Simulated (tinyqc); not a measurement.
Empirical pseudopotential in a few plane waves, step by step. One step of it, computed by the program tinyqc.

Problem. Levels at G. Diagonalise the Hermitian matrix.

H(k) at G (eV):
```
                     +0+0+0               -1-1-1               -1-1+1               -1+1-1
+0+0+0             0.000000   2.087687+1.202585i  -2.087687+1.202585i  -2.087687+1.202585i
-1-1-1   2.087687-1.202585i            14.185535   0.000000-0.448988i   0.000000-0.448988i
-1-1+1  -2.087687-1.202585i   0.000000+0.448988i            14.185535             0.544228
-1+1-1  -2.087687-1.202585i   0.000000+0.448988i             0.544228            14.185535
-1+1+1  -2.087687+1.202585i            -0.544228   0.000000+0.448988i   0.000000+0.448988i
+1-1-1  -2.087687-1.202585i   0.000000+0.448988i             0.544228             0.544228
+1-1+1  -2.087687+1.202585i            -0.544228   0.000000+0.448988i             0.000000
+1+1-1  -2.087687+1.202585i            -0.544228             0.000000   0.000000+0.448988i
+1+1+1   2.087687+1.202585i             0.000000            -0.544228            -0.544228
-2+0+0   0.000000-0.448988i  -2.087687+1.202585i  -2.087687-1.202585i  -2.087687-1.202585i
+0-2+0   0.000000-0.448988i  -2.087687+1.202585i  -2.087687-1.202585i   0.567620-0.259758i
+0+0-2   0.000000-0.448988i  -2.087687+1.202585i   0.567620-0.259758i  -2.087687-1.202585i
+0+0+2   0.000000+0.448988i  -0.567620-0.259758i   2.087687+1.202585i  -0.567620+0.259758i
+0+2+0   0.000000+0.448988i  -0.567620-0.259758i  -0.567620+0.259758i   2.087687+1.202585i
+2+0+0   0.000000+0.448988i  -0.567620-0.259758i  -0.567620+0.259758i  -0.567620+0.259758i

                     -1+1+1               +1-1-1               +1-1+1               +1+1-1
+0+0+0  -2.087687-1.202585i  -2.087687+1.202585i  -2.087687-1.202585i  -2.087687-1.202585i
-1-1-1            -0.544228   0.000000-0.448988i            -0.544228            -0.544228
-1-1+1   0.000000-0.448988i             0.544228   0.000000-0.448988i             0.000000
-1+1-1   0.000000-0.448988i             0.544228             0.000000   0.000000-0.448988i
-1+1+1            14.185535             0.000000             0.544228             0.544228
+1-1-1             0.000000            14.185535   0.000000-0.448988i   0.000000-0.448988i
+1-1+1             0.544228   0.000000+0.448988i            14.185535             0.544228
+1+1-1             0.544228   0.000000+0.448988i             0.544228            14.185535
+1+1+1   0.000000+0.448988i            -0.544228   0.000000+0.448988i   0.000000+0.448988i
-2+0+0   2.087687-1.202585i   0.567620-0.259758i  -0.567620-0.259758i  -0.567620-0.259758i
+0-2+0  -0.567620-0.259758i  -2.087687-1.202585i   2.087687-1.202585i  -0.567620-0.259758i
+0+0-2  -0.567620-0.259758i  -2.087687-1.202585i  -0.567620-0.259758i   2.087687-1.202585i
+0+0+2  -2.087687+1.202585i  -0.567620+0.259758i  -2.087687+1.202585i   0.567620+0.259758i
+0+2+0  -2.087687+1.202585i  -0.567620+0.259758i   0.567620+0.259758i  -2.087687+1.202585i
+2+0+0   0.567620+0.259758i   2.087687+1.202585i  -2.087687+1.202585i  -2.087687+1.202585i

                     +1+1+1               -2+0+0               +0-2+0               +0+0-2
+0+0+0   2.087687-1.202585i   0.000000+0.448988i   0.000000+0.448988i   0.000000+0.448988i
-1-1-1             0.000000  -2.087687-1.202585i  -2.087687-1.202585i  -2.087687-1.202585i
-1-1+1            -0.544228  -2.087687+1.202585i  -2.087687+1.202585i   0.567620+0.259758i
-1+1-1            -0.544228  -2.087687+1.202585i   0.567620+0.259758i  -2.087687+1.202585i
-1+1+1   0.000000-0.448988i   2.087687+1.202585i  -0.567620+0.259758i  -0.567620+0.259758i
+1-1-1            -0.544228   0.567620+0.259758i  -2.087687+1.202585i  -2.087687+1.202585i
+1-1+1   0.000000-0.448988i  -0.567620+0.259758i   2.087687+1.202585i  -0.567620+0.259758i
+1+1-1   0.000000-0.448988i  -0.567620+0.259758i  -0.567620+0.259758i   2.087687+1.202585i
+1+1+1            14.185535  -0.567620-0.259758i  -0.567620-0.259758i  -0.567620-0.259758i
-2+0+0  -0.567620+0.259758i            18.914046             0.544228             0.544228
+0-2+0  -0.567620+0.259758i             0.544228            18.914046             0.544228
+0+0-2  -0.567620+0.259758i             0.544228             0.544228            18.914046
+0+0+2  -2.087687-1.202585i            -0.544228            -0.544228             0.000000
+0+2+0  -2.087687-1.202585i            -0.544228             0.000000            -0.544228
+2+0+0  -2.087687-1.202585i             0.000000            -0.544228            -0.544228

                     +0+0+2               +0+2+0               +2+0+0
+0+0+0   0.000000-0.448988i   0.000000-0.448988i   0.000000-0.448988i
-1-1-1  -0.567620+0.259758i  -0.567620+0.259758i  -0.567620+0.259758i
-1-1+1   2.087687-1.202585i  -0.567620-0.259758i  -0.567620-0.259758i
-1+1-1  -0.567620-0.259758i   2.087687-1.202585i  -0.567620-0.259758i
-1+1+1  -2.087687-1.202585i  -2.087687-1.202585i   0.567620-0.259758i
+1-1-1  -0.567620-0.259758i  -0.567620-0.259758i   2.087687-1.202585i
+1-1+1  -2.087687-1.202585i   0.567620-0.259758i  -2.087687-1.202585i
+1+1-1   0.567620-0.259758i  -2.087687-1.202585i  -2.087687-1.202585i
+1+1+1  -2.087687+1.202585i  -2.087687+1.202585i  -2.087687+1.202585i
-2+0+0            -0.544228            -0.544228             0.000000
+0-2+0            -0.544228             0.000000            -0.544228
+0+0-2             0.000000            -0.544228            -0.544228
+0+0+2            18.914046             0.544228             0.544228
+0+2+0             0.544228            18.914046             0.544228
+2+0+0             0.544228             0.544228            18.914046
```

Give: eigenvalues.

Solution.

eigenvalues (eV): [-3.2696, 9.8318, 9.8318, 9.8318, 12.4760, 13.9419, 13.9419, 13.9419, 17.4257, 17.8256, 17.8256, 22.4230, 22.4230, 22.4230, 26.0953]
